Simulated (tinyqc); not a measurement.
Stark shift: graded (staircase) quantum well by finite differences.

Finite differences on points z_i at the centres of cells of width h: H_ii = (c/h^2)(1/m_(i-1/2) + 1/m_(i+1/2)) + V_i, H_(i,i+1) = -(c/h^2)/m_(i+1/2), where m_(i+1/2) is the mean of the masses at the two points (the end values are repeated outwards), psi = 0 on the points beyond both ends, c = hbar^2/2m0. The field adds e F (z - z0) with z0 the middle of the structure; 1 kV/cm = 1e-5 eV/angstrom.

Constants: hbar^2/2m0 = 3.80998211 eV angstrom^2.

Parameters, chosen for this exercise (out of a larger set: near those of a GaAs well in AlGaAs; not measured data): layers = ((68, 0.259, 0.0936), (17, 0.115, 0.0793), (17, 0.029, 0.0707), (17, 0, 0.0678), (17, 0.029, 0.0707), (17, 0.115, 0.0793), (68, 0.259, 0.0936)) (each layer: thickness in angstrom, band edge in eV, mass in m0); hf = 1.0625 angstrom (cell width of the fine grid); Fs = (0, 11.7, 23.3, 35, 46.7, 58.3, 70) kV/cm (fields).

Fine grid. Perturbation theory: dE1 = e F z_11 - beta (e F)^2 with beta = sum_j z_1j^2/(E_j - E_1) over the 13 next levels at zero field, z from z0.

Levels against field:
```
F (kV/cm)  E1 (eV)  E2 (eV)  dE1 (meV)  second order (meV)  <z - z0> (angstrom)  E2 - E1 (meV)
0           0.0718   0.2094       0.00                0.00                  0.0          137.6
11.7        0.0718   0.2093      -0.04               -0.04                 -0.6          137.5
23.3        0.0716   0.2090      -0.15               -0.15                 -1.3          137.3
35.0        0.0715   0.2084      -0.34               -0.34                 -1.9          136.9
46.7        0.0712   0.2076      -0.60               -0.60                 -2.6          136.4
58.3        0.0709   0.2065      -0.94               -0.94                 -3.2          135.7
70.0        0.0704   0.2052      -1.36               -1.36                 -3.9          134.7
```

z_11 = 0.00 angstrom
beta = 2767 angstrom^2/eV

What can be read from this table?

At zero field the state is centred, so the shift starts as F^2; it turns linear only if the state is pulled to one side. At 70 kV/cm E1 has moved by -1.36 meV, where second order gives -1.36 meV; they differ by 0.4 % there. The electron moves by -3.9 angstrom, against the rise of the potential. From 46.7 kV/cm on E2 lies above the lowest point of the outer barrier, so it is a resonance or a state of the finite grid, held or pushed up by its ends. E2 - E1 shrinks with the field; the ends are 137.6 and 134.7 meV.

tinyqc: `OMP_NUM_THREADS=1 python tinyqc.py 1282308 1282309 out.jsonl`; about 0.02 s, one thread, shared Intel(R) Xeon(R) Processor @ 2.30GHz.
